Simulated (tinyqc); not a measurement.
From results back to parameters: special k points of the fcc lattice. Two cases, with inputs chosen for the exercise.

Problem. E(k) = -sqrt(D^2 + (e0 - t A_1(k))^2) with A_1 = 12 at Gamma and A_1 = 0 at b1/2; t > 0 and D > 0 are hidden.

Case 1.

Values chosen (out of a larger set: the lattice of Si, GaAs, Cu and Al; not measured data): e0 = 1.08 eV (offset).

E at Gamma = -2.748745 eV
E at b1/2 = -2.014051 eV

Case 2.

Values chosen: e0 = 2.2 eV (offset).
E at Gamma = -3.398603 eV
E at b1/2 = -2.762046 eV

Find: t; D.

Solution. The difference of the squares is 144 t^2 - 24 e0 t; it is positive, so the quadratic has one positive root t; D^2 follows from either energy.

Case 1.

t = 0.270 eV
D = 1.700 eV

Case 2.

t = 0.430 eV
D = 1.670 eV

Computed by tinyqc, one run a case: `OMP_NUM_THREADS=1 python tinyqc.py N N+1 out.jsonl` with N = 1680772, 1680828; one thread of a shared Intel(R) Xeon(R) Processor @ 2.30GHz, about 0.2 s a run at most.
